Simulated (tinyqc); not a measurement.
# X-ray reflectivity of a thin film on silicon: critical angles, Parratt recursion, fringes and roughness, step by step

A worked calculation. Computed by tinyqc, a small Python program that keeps every step. Command: `OMP_NUM_THREADS=1 python tinyqc.py 3120423 3120424 out.jsonl xrr walk`. One thread of a shared host (Intel(R) Xeon(R) Processor @ 2.30GHz), about 0.01 s of CPU time with the checks. Intermediate numbers are printed to about 6 digits and carried at full precision; extremes and crossings named in words are read from the listed rows.

n = 1 - delta + i beta; the classical electron radius is r_e = 2.8179403e-6 nm. Layer 0 is vacuum, 1 the film, 2 the substrate.

Inputs (values chosen for the exercise, modelled on tungsten on silicon, copper K-alpha radiation):
```
quantity                                        value     unit
wavelength lambda                             0.15406       nm
film density rho                                 19.9   g/cm^3
effective electrons per unit mass, film         0.402    mol/g
beta/delta, film                                0.089        -
film thickness d                                 8.44       nm
roughness of the surface sigma_1                 0.18       nm
roughness of the interface sigma_2               0.65       nm
substrate density                                2.33   g/cm^3
effective electrons per unit mass, substrate    0.507    mol/g
beta/delta, substrate                           0.023        -
grazing angle theta                              1.72  degrees
```

Constants: N_A = 6.02214076e+23 1/mol.

## Optical constants

delta = r_e lambda^2 rho_e/(2 pi), rho_e = density x electrons per mass x N_A; critical angle sqrt(2 delta), q_c = 4 sqrt(pi r_e rho_e).

Constants:
```
layer      rho_e (1/nm^3)        delta         beta  critical angle (degrees)  q_c (1/nm)
film              4817.59  5.12816e-05  4.56406e-06                  0.580254    0.826068
substrate          711.40  7.57263e-06  1.74170e-07                  0.222977    0.317437
```

The film is denser in electrons than the substrate; X-rays tunnel through a film of a few nanometres, so the edge of total reflection moves to the value of the film only as it thickens.

## Critical angle of the film

The formulas are those given above.

critical angle of the film = 0.580254 degrees

## Reflectivity at one angle

k_j = (2 pi/lambda) sqrt(sin^2 theta - 2 delta_j + 2 i beta_j); r_ij = (k_i - k_j)/(k_i + k_j) x exp(-2 k_i k_j sigma^2) (Nevot-Croce); r = (r_01 + r_12 p)/(1 + r_01 r_12 p), p = exp(2 i k_1 d); R = |r|^2.

k_0, k_1, k_2 (1/nm): 1.22414  1.15237+0.00659i  1.21381+0.00024i

1000 r_01 = 27.5516-2.6207i

1000 r_12 = -7.95385+0.90149i

p = 0.737218+0.507052i

reflectivity R = 4.86794e-04

q = 4 pi sin(theta)/lambda = 2.44828 1/nm

## Fringe period, contrast and decay

Far above the critical angle the period is d theta = lambda/(2 d), or 2 pi/d in q; the envelope runs between (|r_01| - |r_12 p|)^2 and (|r_01| + |r_12 p|)^2; contrast = 2 a b/(a^2 + b^2) with a = |r_01|, b = |r_12 p|; roughness factors on the amplitudes are about exp(-q^2 sigma^2/2).

period in theta = 0.522926 degrees

period in q = 0.744453 1/nm

contrast = 0.485096

roughness factor, surface = 0.907462

roughness factor, interface = 0.281888

## Thickness from the minima

Minima of R theta^4 are located on 6001 points over 7.5 periods, from 1.15 times the larger critical angle. With refraction, sin^2(theta_m) = 2 delta + m^2 (lambda/(2 d))^2, m integer or half-integer; the first six minima are used, and the first order is the one that minimises the largest residual of the least-squares line plus the distance of its intercept from 2 delta. Without refraction, d = lambda/(2 x mean step of sin theta).

Minima:
```
order m  theta (degrees)  sin^2 theta
1                0.78364   0.00018705
2                1.19610   0.00043574
3                1.67066   0.00084997
4                2.17005   0.00143379
5                2.69102   0.00220429
```

d with refraction = 8.40569 nm

d without refraction = 9.26034 nm

Against d = 8.44 nm the errors are -0.41 % with and +9.72 % without refraction. The orders are integers, as r_01 and r_12 have opposite signs for a film denser than the substrate.

## Which roughness does what

R is averaged over one period above each angle (64 points); contrast = (max - min)/(max + min) of R theta^4 over that period. Cases: smooth; only sigma_1; only sigma_2; both.

Mean R and contrast:
```
theta (degrees)   R smooth  contrast   R, sigma_1  contrast, sigma_1   R, sigma_2  contrast, sigma_2      R, both  contrast, both
0.8              0.0156131  0.956563  1.51106e-02           0.967388  1.33816e-02           0.780946  1.28663e-02        0.802223
1.2              0.0030369  0.967024  2.81594e-03           0.985216  2.23699e-03           0.672661  2.00875e-03        0.688368
1.8              0.0008488  0.971310  7.38529e-04           0.995141  5.08874e-04           0.286059  4.02095e-04        0.352273
2.5              0.0002044  0.975324  1.55444e-04           0.999972  1.32222e-04           0.081481  8.19511e-05        0.131627
3.5              0.0000604  0.978607  3.85198e-05           0.969983  3.74117e-05           0.007749  1.51868e-05        0.133303
```

At 2.5 degrees sigma_1 alone multiplies the mean R by 0.76 and sigma_2 alone by 0.65; the contrast goes from 0.98 (smooth) to 1.00 and 0.08.

Checks made by the program: smooth bare substrate far above q_c against (q_c/2q)^4 (relative difference 1e-03).
